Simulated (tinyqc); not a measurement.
Raman shift of the zone-centre optical phonon of a diamond-structure crystal under stress: one step, computed by the program tinyqc.

Axes x, y, z are the cube axes. Strain shifts the threefold optical mode and can split it; p, q and r are the phonon deformation potentials.

Problem. The line seen from a (001) surface. Backscattering from a (001) surface: incident polarisation (cos phi, sin phi, 0). With Raman tensors (R_z)_xy = (R_z)_yx = 1 and cyclic, only the z component u_z of a mode counts: I = u_z^2 sin^2(2 phi) for parallel and u_z^2 cos^2(2 phi) for crossed polarisers. An unresolved line sits at the intensity-weighted shift, which is M_zz/(2 omega_0).

Inputs (values chosen for the exercise, modelled on silicon): stress sigma (tension positive) = -0.27 GPa; polarisation angle phi = 30 degree.

Stress state: uniaxial. Axis: [110].

M/(2 omega_0) (1/cm):
```
           x          y          z
x  0.4776861  0.3129468  0.0000000
y  0.3129468  0.4776861  0.0000000
z  0.0000000  0.0000000  0.6168761
```

Give: total intensity, parallel; total intensity, crossed; shift of the observed line; shift per stress; stress per shift.

Solution.

total intensity, parallel = 0.75

total intensity, crossed = 0.25

shift of the observed line = 0.6169 1/cm

shift per stress = -2.285 1/(cm GPa)

stress per shift = -437.7 MPa cm

The z-polarised mode is an eigenmode here, so one line is seen.
